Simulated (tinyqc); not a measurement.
Inside a calculation. Model: chemical vapour deposition: Grove model, boundary layer, depletion and step coverage. Computed by tinyqc, a small Python program that keeps every step. Command: `OMP_NUM_THREADS=1 python tinyqc.py 3017639 3017640 out.jsonl cvd walk`. One thread of a shared host (Intel(R) Xeon(R) Processor @ 2.30GHz), about 0.04 s of CPU time with the checks. Intermediate numbers are printed to about 7 digits and carried at full precision; extremes and crossings named in words are read from the listed rows.

A precursor diffuses to the surface and reacts there at first order; each molecule that reacts adds one formula unit of film.

Inputs (values chosen for the exercise, close to those used for silicon nitride (counted as SiN4/3)):
```
quantity                                            value                unit
prefactor k0 of k_s                               1.7e+08                cm/s
activation energy E                                  1.78                  eV
temperature T                                         810                   C
total pressure p                                      760                torr
mole fraction of the precursor Y                     0.01                   -
gas diffusivity D0 at 273.15 K and 760 torr          0.26              cm^2/s
film density N                                      4e+22  formula units/cm^3
precursor mass M                                      101                   u
trench width w                                       0.21                  um
aspect ratio of the trench                            110                   -
gas velocity U                                         71                cm/s
kinematic viscosity nu0 at 273.15 K and 760 torr     0.32              cm^2/s
susceptor length L                                     46                  cm
channel height b                                      6.8                  cm
```

Reactor: horizontal, atmospheric.

Constants: k_B = 1.380649e-23 J/K; u = 1.6605390666e-27 kg; k_B = 8.617333262e-05 eV/K.

## Gas-phase and surface constants

k_s = k0 exp(-E/(k_B T)); C_g = Y p/(k_B T), 1 torr = 133.322 Pa; D = D0 (T/273.15)^1.75 (760/p). Temperatures in kelvin are T(C) + 273.15. Mean speed c = sqrt(8 k_B T/(pi M)); reactive sticking probability beta = 4 k_s/c.

surface rate constant k_s = 0.8877774 cm/s

precursor density C_g = 6.775534e+16 1/cm^3

gas diffusivity D = 2.897185 cm^2/s

mean speed c = 47650.86 cm/s

sticking probability beta = 7.452351e-05

## Boundary layer

nu = nu0 (T/273.15)^1.75 (760/p); Re = U L/nu; mean boundary layer delta = (2/3) L/sqrt(Re), at most b/2; h_g = D/delta.

Reynolds number Re = 915.9320

boundary layer delta = 1.013293 cm

mass-transfer coefficient h_g = 2.859179 cm/s

## Growth rate at the inlet

Fluxes in series: C_s = C_g/(1 + k_s/h_g); growth rate G = k_s h_g/(k_s + h_g) C_g/N; 1 cm/s = 6e8 nm/min.

ratio k_s/h_g = 0.3105008

C_s/C_g = 0.7630671

growth rate G at the inlet = 688.4963 nm/min

Reaction and transport resist to a similar degree.

## Depletion along the susceptor

Plug flow: U b dC/dx = -k_eff C with k_eff = k_s h_g/(k_s + h_g), so C falls as exp(-k_eff x/(U b)); the used share of the precursor is 1 - C(L)/C(0).

k_eff = 0.6774337 cm/s

depletion length = 712.6897 cm

rate at the outlet over rate at the inlet = 0.9374947

rate at the outlet = 645.4616 nm/min

6.3 % of the precursor is used.

## Reaction control against transport control

The formulas are those given above.

Rates:
```
T (C)    k_s (cm/s)  h_g (cm/s)  G (nm/min)  reaction limit (nm/min)  transport limit (nm/min)
610    1.182258e-02    2.391492      14.664             1.473673e+01                  2980.972
660    4.139840e-02    2.509553      48.045             4.883774e+01                  2960.522
710    1.276130e-01    2.626825     136.269             1.428889e+02                  2941.269
760    3.527638e-01    2.743354     333.049             3.758755e+02                  2923.087
810    8.877774e-01    2.859179     688.496             9.022749e+02                  2905.870
860    2.059453e+00    2.974338    1182.178             2.000727e+03                  2889.524
910    4.449509e+00    3.088863    1696.355             4.139956e+03                  2873.970
960    9.031122e+00    3.202785    2110.628             8.062119e+03                  2859.139
1010   1.734652e+01    3.316130    2388.382             1.488190e+04                  2844.969
```

The apparent activation energy of G is 1.69 eV between the first rows and 0.34 eV between the last, against E = 1.78 eV. k_s passes h_g between 860 and 910 C, where control shifts from the surface to the gas. In the reaction limit the slope is E - k_B T, because C_g falls as 1/T; any further lowering comes from transport.

## Step coverage in a trench

In a long trench of width w and depth l = aspect ratio x w: Knudsen diffusivity D_K = (2w) c/3 (hydraulic diameter 2w), combined as 1/D_e = 1/D_K + 1/D; D_e d2C/dz2 = 2 k_s C/w with D_e dC/dz = -k_s C at the floor. With m = sqrt(2 k_s/(w D_e)): C(floor)/C(top) = 1/[cosh(m l) + (k_s/(D_e m)) sinh(m l)].

Knudsen diffusivity D_K = 0.6671121 cm^2/s

effective diffusivity D_e = 0.5422520 cm^2/s

modulus m l = 0.9121553

step coverage = 0.6896557

Gas collisions matter in the trench as well as wall collisions. Caution: the hydraulic-diameter form of D_K is rough for a slit.

Checks made by the program: step coverage against a numerical boundary-value solution (relative difference below 1e-10).
